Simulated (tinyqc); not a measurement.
Two-sublattice mean-field magnet: ferrimagnet, compensation points and susceptibility: one step, computed by the program tinyqc.

A random alloy A(1-x)B(x) with H = -sum over pairs J S_i.S_j. a = <S_A> and b = <S_B> are taken along z, a > 0. Exchange fields: h_A = (1 - x) zJ_AA a + x zJ_AB b, h_B = (1 - x) zJ_AB a + x zJ_BB b; a = S_A B_(S_A)(S_A h_A/(k_B T)) and likewise for b, with the Brillouin function B_S(y) = [(2S + 1)/(2S)] coth[(2S + 1) y/(2S)] - [1/(2S)] coth[y/(2S)].

Question. Net moment and spin. Net moment m = (1 - x) g_A a + x g_B b in mu_B per site; net spin s = (1 - x) a + x b. At T = 0, a = S_A and b = -S_B. Effective g = m/s.

Inputs (values chosen for the exercise, for a model ferrimagnet):

| quantity | value | unit |
|---|---|---|
| spin S_A | 1.5 | - |
| spin S_B | 3.5 | - |
| g factor g_A | 2.1 | - |
| g factor g_B | 2 | - |
| fraction x of B sites | 0.42 | - |

a = 1.492268

b = -3.239527

Give: net moment m; net spin s; m at T = 0; effective g.

Answer.

net moment m = -0.9036 mu_B

net spin s = -0.4951

m at T = 0 = -1.113 mu_B

effective g = 1.825

B dominates at T, as at T = 0.
